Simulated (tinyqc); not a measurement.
## On-chip interconnect, size-dependent resistivity and RC delay: course in time

A rectangular line between two neighbours and two ground planes. Surface and grain-boundary scattering are added to the bulk resistivity as corrections; capacitances are parallel-plate values without fringing; inductance is ignored.

4 equal pi sections: series Rs = r Lw/4; node capacitances c Lw/4, halved at nodes 0 and 4, with Cl added to node 4; Rd feeds node 0. Elmore delay of node k: the sum, over the resistors on the path to k, of resistance times all capacitance downstream of it.

A 1 V step is applied behind Rd at t = 0. C dv/dt = -G v + b, with G the conductance matrix of the ladder (1/Rs between neighbours, 1/Rd added at node 0) and b = (1 V/Rd, 0, ...). Backward Euler step: (C/dt + G) v(new) = (C/dt) v + b. The last column solves the same ladder exactly by its modes.

Parameters, values chosen for the exercise:
- Rd = 330 ohm (driver resistance)
- dt = 1100 ps (time step)

Rs = 66810.5 ohm
C, node 0 to 4 (fF): 3.85370  7.70739  7.70739  7.70739  4.21370

Voltages (V):
```
t (ps)	node 0	node 2	node 4	node 4, exact
1100	0.9965	0.2756	0.1313	0.1127
2200	0.9985	0.4734	0.3017	0.3355
3300	0.9989	0.6086	0.4576	0.5146
4400	0.9992	0.7054	0.5845	0.6464
5500	0.9994	0.7771	0.6835	0.7424
6600	0.9995	0.8310	0.7593	0.8124
7700	0.9997	0.8717	0.8172	0.8634
8800	0.9997	0.9026	0.8612	0.9005
9900	0.9998	0.9261	0.8946	0.9275
1.100e4	0.9999	0.9439	0.9200	0.9472
1.210e4	0.9999	0.9574	0.9392	0.9616
1.320e4	0.9999	0.9676	0.9538	0.9720
```

The far end of the ladder reaches 0.5 V at 3197 ps, 0.756 of its Elmore delay (ln 2 = 0.693 for a single pole); the slowest mode has a time constant of 3470 ps. The largest error of the backward Euler steps at that node is 62 mV.

Range of the model: The metal width is under the mean free path, where the thick-limit surface term and the simple sum of corrections lose accuracy.

Numbers from tinyqc (`OMP_NUM_THREADS=1 python tinyqc.py 2100047 2100048 out.jsonl`; about 0.01 s on one thread of a shared Intel Xeon 2.30GHz).
